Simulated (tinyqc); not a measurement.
What moves the results: dielectric confinement in a thin film (image charges). A value that a table varies takes the place of the one given here.

A film |z| < t/2 of dielectric constant eps between half-spaces of dielectric constant e2; lam = (eps - e2)/(eps + e2), q = e^2/(4 pi eps0). The self-energy of a band edge is taken with the high-frequency value, e2 = eh, and the field of a fixed ion with the static one, e2 = eo. A charge at z has images lam^|n| at n t + (-1)^n z. Its self-energy is S(z) = (q/2 eps) sum over n >= 1 of lam^n [1/(n t - 2z) + 1/(n t + 2z)] for odd n and 2 lam^n/(n t) for even n; at the centre S(0) = -(q/(eps t)) ln(1 - lam).

Donor at the centre, lam from the static eo, trial function cos(pi z/t) exp(-rho/l): E(l) = c/(m l^2) - (q/eps) times the integral over k of F(k t) (1 + (k l/2)^2)^(-3/2), with F(x) = F0 + 2 lam exp(-x) G/(1 - lam exp(-x)), F0 = 2[(1 - exp(-x/2))/x + x (1 + exp(-x/2))/(x^2 + 4 pi^2)], G = 2 sinh(x/2)[1/x - x/(x^2 + 4 pi^2)]; c = hbar^2/2m0. The binding energy is -E at the minimum, counted from the subband edge with its self-energy.

Constants: e^2/(4 pi eps0) = 14.39964547 eV angstrom; hbar^2/2m0 = 3.80998211 eV angstrom^2; Ry = 13.60569312 eV.

Inputs chosen for the exercise (near those of a Ge film between layers of a low-k oxide; the results hold for these values, not for the real material):
- eps = 16.4 (dielectric constant of the film)
- eh = 2.1 (high-frequency dielectric constant outside)
- eo = 2.6 (static dielectric constant outside)
- m = 0.146 m0 (mass in the plane)
- mz = 0.12 m0 (mass across the film)
- ts = (10, 15, 22, 32, 48, 70, 100) angstrom (thicknesses)
- t = 74 angstrom (film thickness)

## Thinning the film

<S> is the mean over (2/t) cos^2(pi z/t); confinement c (pi/t)^2/mz; donor binding with and without images.

Results:

| t (angstrom) | <S> (meV) | confinement (meV) | binding, no images (meV) | binding (meV) | l (angstrom) |
|---|---|---|---|---|---|
| 10 | 145.3 | 3133.6 | 25.3 | 163.4 | 20.2 |
| 15 | 96.8 | 1392.7 | 23.9 | 127.1 | 23.6 |
| 22 | 66.0 | 647.4 | 22.3 | 99.3 | 27.5 |
| 32 | 45.4 | 306.0 | 20.4 | 77.5 | 31.9 |
| 48 | 30.3 | 136.0 | 18.3 | 58.9 | 37.6 |
| 70 | 20.8 | 64.0 | 16.1 | 45.3 | 43.7 |
| 100 | 14.5 | 31.3 | 14.1 | 35.3 | 50.4 |

What does this show, and why?

Between 100 and 10 angstrom the binding goes from 35.3 to 163.4 meV; quantum confinement alone would take it from 14.1 to 25.3, so the images supply +21.2 and +138.1 meV. |<S>| goes as 1/t and exceeds the confinement energy beyond 216 angstrom. Hard-wall energies above 300 meV (up to t = 32 angstrom) overstate the confinement: walls are finite and valleys non-parabolic.

## Choice of the surrounding dielectric

The same film between different dielectrics; in this table one value e2 serves for both eo and eh.

Results:

| case | lam | <S> (meV) | binding (meV) | l (angstrom) |
|---|---|---|---|---|
| e2 = 1 | 0.885 | 28.0 | 63.5 | 43.4 |
| e2 = 2.5 | 0.735 | 17.7 | 44.4 | 44.6 |
| e2 = 3.9 | 0.616 | 13.0 | 36.1 | 45.5 |
| e2 = 7.5 | 0.372 | 6.5 | 25.4 | 47.5 |
| e2 = 16 | 0.012 | 0.2 | 16.1 | 50.7 |
| e2 = 25 | -0.208 | -2.8 | 12.1 | 52.9 |
| e2 = 80 | -0.660 | -7.7 | 6.2 | 58.5 |

What can be read from the table?

The binding spans a factor 10.2, from 63 meV in vacuum to 6.2 meV for e2 = 80; going from 3.9 to 25 changes it by -23.9 meV and the band edge by -15.7 meV, so the binding responds 1.52 times as much as the edge (for an orbit much smaller than t the binding would change by twice the change of S(0), -27.2 meV; here l/t = 0.62 for e2 = 3.9).

## What each parameter does

<S> is the mean over (2/t) cos^2(pi z/t). Each row changes one parameter from the base and keeps the others.

Results:

| case | lam from eh | <S> (meV) | binding (meV) | l (angstrom) |
|---|---|---|---|---|
| base | 0.773 | 19.6 | 43.6 | 44.7 |
| t = 68 angstrom | 0.773 | 21.4 | 46.3 | 43.2 |
| eps = 14.8 | 0.751 | 20.5 | 47.6 | 42.2 |
| eo = 3.6 | 0.773 | 19.6 | 37.5 | 45.3 |
| eh = 2.7 | 0.717 | 16.9 | 43.6 | 44.7 |
| m = 0.175 m0 | 0.773 | 19.6 | 46.0 | 40.1 |

What can be read from the table?

The largest shifts from the base row, up to three for each result and ties (the steps differ in size, so this ranks the rows, not the parameters). lam from eh: eh -0.056, eps -0.021; unchanged at the printed digits by t, eo and m. <S> (meV): eh -2.8, t +1.7, eps +0.9; unchanged at the printed digits by eo and m. binding (meV): eo -6.1, eps +4.0, t +2.7; unchanged at the printed digits by eh. l (angstrom): m -4.6, eps -2.5, t -1.5; unchanged at the printed digits by eh.

Computed by tinyqc, a small Python program: `OMP_NUM_THREADS=1 python tinyqc.py 1251805 1251806 out.jsonl` (the numbers bound the seed that draws the inputs); one thread of a shared host (Intel(R) Xeon(R) Processor @ 2.30GHz), about 0.07 s for the whole set of steps.
